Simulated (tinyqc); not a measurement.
Two-sublattice mean-field magnet: ferrimagnet, compensation points and susceptibility: one step, computed by the program tinyqc. Command: `OMP_NUM_THREADS=1 python tinyqc.py 3006988 3006989 out.jsonl ferri walk`. One thread of a shared host (Intel(R) Xeon(R) Processor @ 2.30GHz), about 0.01 s of CPU time with the checks.

A random alloy A(1-x)B(x) with H = -sum over pairs J S_i.S_j. a = <S_A> and b = <S_B> are taken along z, a > 0. Exchange fields: h_A = (1 - x) zJ_AA a + x zJ_AB b, h_B = (1 - x) zJ_AB a + x zJ_BB b; a = S_A B_(S_A)(S_A h_A/(k_B T)) and likewise for b, with the Brillouin function B_S(y) = [(2S + 1)/(2S)] coth[(2S + 1) y/(2S)] - [1/(2S)] coth[y/(2S)].

Question. Ordering temperature. Linearised, T (a, b) = M (a, b) with M_ij = S_i (S_i + 1) c_j zJ_ij/(3 k_B), c_A = 1 - x, c_B = x. T_c is the larger eigenvalue, and its eigenvector gives b/a at onset, (T_c - M_AA)/M_AB.

Inputs (values chosen for the exercise, for a model ferrimagnet): spin S_A = 1.5; spin S_B = 1.5; fraction x of B sites = 0.34; z J_AA = 77.4 meV; z J_BB = 4.6 meV; z J_AB = -14 meV; T over T_c = 0.78.

Constants: k_B = 8.617333262e-05 eV/K.

Give: M; eigenvalues; T_c; b/a at onset; T.

Answer.

M (K), rows A, B:
```
[[741.01, -69.05],
 [-134.03, 22.69]]
```

eigenvalues (K): [10.03, 753.67]

T_c = 753.67 K

b/a at onset = -0.18336

T = 587.86 K

The antiferromagnetic A-B coupling raises T_c by 13 K over that of A alone.
